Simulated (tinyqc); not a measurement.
# Worked calculation: internal photoemission over an interface barrier

Program tinyqc, `OMP_NUM_THREADS=1 python tinyqc.py 2410099 2410100 out.jsonl`; Intel Xeon 2.30GHz, shared host, one thread, about 0.01 s. Printed values are rounded.

Electrons are excited from a metal over the barrier Phi(F) = P0 - sqrt(q F/(4 pi eps0 ei)), whose top lies at xm = sqrt(q/(16 pi eps0 ei F)). The yield is Y = A (hv - Phi)^p exp(-xm/l), with A = 1 here.

Parameters, values chosen for the exercise; dielectric values close to those of aluminium oxide: barrier at zero field P0 = 2.76 eV; image-force permittivity ei = 3.53; scattering length in the image well l = 1.2 nm; field in the dielectric F = 2.7 MV/cm.

Constants: q = 1.602176634e-19 C, h = 6.62607015e-34 J s, c = 299792458 m/s, eps0 = 8.8541878128e-14 F/cm where lengths are in cm. Results are converted to the units shown.

## Barrier in the field

Lowering P0 - Phi, barrier, position of its top, scattering factor and threshold wavelength.

lowering = 331.872 meV
Phi = 2.42813 eV
xm = 0.614578 nm
exp(-xm/l) = 0.599207
threshold wavelength h c/(q Phi) = 510.616 nm

## Threshold from a spectrum

```
point  hv (eV)        Y
0         2.58  0.01334
1         2.71  0.04758
2         2.84   0.1019
3         2.97    0.177
4          3.1    0.266
5         3.23   0.3679
```

The yields were made at this field with a scatter of 2 %. Fit Y^(1/n) on hv by least squares for n = 2 and n = 3; the zero of the line is the threshold.

```
point   Y^(1/2)   Y^(1/3)
0      0.115499  0.237166
1      0.218128  0.362361
2      0.319218  0.467080
3      0.420714  0.561467
4      0.515752  0.643123
5      0.606548  0.716545
```

threshold for n = 2 = 2.42228 eV
threshold for n = 3 = 2.22534 eV

The right exponent, 2, gives 2.422 eV against Phi = 2.428 eV; the wrong one is off by -203 meV.
